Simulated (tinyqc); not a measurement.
## Gap and screening length from two transmissions

Question. At the source junction of a tunnel FET, T(w) = exp(-S), S = 2 pi lam sqrt(m/(C Eg)) [w + Eg/2 - sqrt(w (w + Eg))], C = hbar^2/(2 m0). Find Eg (between 0.1 and 3 eV) and lam.

Parameters, values chosen for the exercise:

| symbol | value | unit | meaning |
|---|---|---|---|
| m | 0.05 | m0 | band-edge mass of the two-band model |

Constants: q = 1.602176634e-19 C, hbar = 1.054571817e-34 J s, m0 = 9.1093837015e-31 kg, hbar^2/(2 m0) = 0.0380998212 eV nm^2. Results are converted to the units shown.

T(w) at w = 0.08 and 0.38 eV: 0.067769375  0.26738314

Answer. The ratio of the two exponents depends on Eg alone and falls steadily with it, which fixes Eg; either exponent then gives lam.

ratio of the two S = 2.04
Eg = 0.670 eV
lam = 1.80 nm

Numbers from tinyqc (`OMP_NUM_THREADS=1 python tinyqc.py 2620145 2620146 out.jsonl`; about 0.01 s on one thread of a shared Intel Xeon 2.30GHz).
